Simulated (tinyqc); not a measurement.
p-type polysilicon, carrier trapping at grain boundaries: one step of the calculation.

One-dimensional grains of size Lg, uniform ionised doping N, monovalent traps Qt at each boundary at a depth Et below (for electrons) or above (for holes) the band edge there, abrupt depletion of width W on each side of a boundary, Boltzmann statistics. xi is the distance from the band edge at the grain centre to the Fermi level. Trapped charge Qt/(1 + exp((xi + VB - Et)/Vt)) = 2 N W, barrier VB = q N W^2/(2 eps0 eps_r).

Task. New W. Partly depleted grain, xi = Vt ln(NB/N): f = 1/(1 + exp((xi + VB - Et)/Vt)), g = Qt f - 2 N W, g' = -2 Qt f (1 - f) VB/(W Vt) - 2 N, W(new) = W - g/g'.

Inputs (values chosen for the exercise); values of the order met in polycrystalline silicon:
- T = 300 K (temperature)
- eps_r = 11.7 (relative permittivity)
- NB = 2.65e19 cm^-3 (valence-band density of states at T)
- Qt = 1.2e12 cm^-2 (trap density of a grain boundary)
- Et = 0.37 eV (depth of the trap level from the majority band edge at the boundary)
- N = 4.5e18 cm^-3 (doping)

Constants: q = 1.602176634e-19 C, kB = 1.380649e-23 J/K, Vt = kB T/q, eps0 = 8.8541878128e-14 F/cm where lengths are in cm. Results are converted to the units shown.

W at the start = 0.8 nm

Give: VB; f; g; g'; W after iteration 1.

Result.

VB = 0.0022271 V
f = 1.0000
g = 4.8000e11 cm^-2
g' = -9.0000e11 cm^-2/nm
W after iteration 1 = 1.3333 nm

Numbers from tinyqc (`OMP_NUM_THREADS=1 python tinyqc.py 2830071 2830072 out.jsonl`; about 0.01 s on one thread of a shared Intel Xeon 2.30GHz).
